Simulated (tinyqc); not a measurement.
Comparisons within one model: two-band massive Dirac model of the K valleys. A value that a table varies takes the place of the one given here.

Basis (conduction, valence): H = [[D/2, a t (tau kx - i ky)], [a t (tau kx + i ky), -D/2 + lam tau sz]], valley tau = +/-1, spin sz = +/-1. The gap of a spin and valley is G = D - lam tau sz. Berry curvature Omega = curl of i<u|grad u>; for the conduction band Omega_c = -tau 2 a^2 t^2 G/(G^2 + 4 a^2 t^2 k^2)^(3/2), and Omega_v = -Omega_c.

Constants: hbar^2/2m0 = 3.80998211 eV angstrom^2.

Values chosen for the exercise (near those used for monolayer MoS2; not measured data): a = 3.195 angstrom (lattice constant); D = 1.65 eV (gap parameter); t = 1.19 eV (effective hopping); lam = 0.069 eV (half the valence spin splitting).

## Away from the valley

Flavour tau = +1, sz = +1. Parabolic transition energy G + 2 a^2 t^2 k^2/G; degree of circular polarisation eta = 2 cos(theta)/(1 + cos^2(theta)). The last column is the Berry flux of the conduction band inside |k|, over 2 pi: -(1 - cos(theta))/2, cos(theta) = G/(transition energy).

Along |k|:
```
|k| (1/angstrom),transition (eV),parabolic (eV),Omega_c (angstrom^2),eta,flux/2 pi
0.000,1.5810,1.5810,-11.566,1.0000,0.0000
0.025,1.5924,1.5924,-11.320,1.0000,-0.0036
0.050,1.6261,1.6267,-10.631,0.9996,-0.0139
0.075,1.6807,1.6839,-9.627,0.9981,-0.0297
0.100,1.7544,1.7639,-8.465,0.9946,-0.0494
0.150,1.9495,1.9924,-6.169,0.9784,-0.0945
0.200,2.1937,2.3125,-4.330,0.9487,-0.1397
0.300,2.7755,3.2268,-2.138,0.8602,-0.2152
```

The curvature halves at |k| = 0.159 1/angstrom, where 2 a t k = 0.766 G. At 0.3 the parabola is 451 meV too high, eta has fallen only to 0.860, and the flux has reached -0.215 of the -1/2 that a whole cone holds. The real bands leave this model beyond about 0.1 to 0.2 1/angstrom, where trigonal warping and other bands enter.

## Hole doping of the spin-split valence bands

The Fermi level lies E below the top of the valence band. kF for the upper and lower band of valley +1 from the two-band energy; each flavour holds kF^2/(4 pi) holes per area and both valleys count. Spin polarisation within one valley; Berry flux removed from valley +1, the sum of (1 - cos(theta_F))/2 with cos(theta_F) = G/sqrt(G^2 + 4 a^2 t^2 kF^2), in units of 2 pi.

Holes:
```
E (meV),kF upper (1/angstrom),kF lower,p (1e12/cm^2),spin polarisation in a valley,flux/2 pi
17.2,0.0437,0.0000,3.04,1.000,0.0107
34.5,0.0621,0.0000,6.14,1.000,0.0209
69.0,0.0887,0.0000,12.53,1.000,0.0401
103.5,0.1098,0.0000,19.20,1.000,0.0579
131.1,0.1246,0.0000,24.71,1.000,0.0711
151.8,0.1349,0.0407,31.59,0.833,0.0884
207.0,0.1600,0.0924,54.33,0.500,0.1409
276.0,0.1883,0.1331,84.64,0.333,0.1986
```

Up to E = 2 lam = 138 meV, a density of 26.1e12/cm^2, only the upper band of this model is emptied and each valley is fully spin-polarised, oppositely in the two. Beyond it the polarisation falls, to 0.33 in the last row. The flux, times e^2/h, is in size the change of the Hall conductivity of one valley; the other valley cancels it in the charge current. Rows with kF above about 0.2 1/angstrom lie beyond the range of the model, and in real layers the valley at Gamma, close below in MoS2 and WS2, can take holes as well.

## What each parameter does

Flavour tau = sz = +1 at k = 0: gap G, mass c G/(a t)^2 with c = hbar^2/2m0, Omega_c, and the B - A splitting 2 lam. Each row changes one parameter from the base and keeps the others.

Results:
```
case,G (eV),mass (m0),Omega_c (angstrom^2),B - A (eV)
base,1.5810,0.4167,-11.566,0.1380
a = 3.2589 angstrom,1.5810,0.4005,-12.034,0.1380
D = 1.815 eV,1.7460,0.4602,-9.484,0.1380
t = 1.071 eV,1.5810,0.5144,-9.369,0.1380
lam = 0.1035 eV,1.5465,0.4076,-12.088,0.2070
```

The largest shifts from the base row, up to three for each result and ties (the steps differ in size, so this ranks the rows, not the parameters). G (eV): D +0.1650, lam -0.0345; unchanged at the printed digits by a and t. mass (m0): t +0.0977, D +0.0435, a -0.0162. Omega_c (angstrom^2): t +2.198, D +2.083, lam -0.522. B - A (eV): lam +0.0690; unchanged at the printed digits by a, D and t. The mass goes as G/(a t)^2 and the curvature as (a t)^2/G^2, so their product is -2c/G.

Run: tinyqc, `OMP_NUM_THREADS=1 python tinyqc.py 1480340 1480341 out.jsonl`; Intel(R) Xeon(R) Processor @ 2.30GHz, one thread, shared host; about 0.01 s of CPU time with all checks.
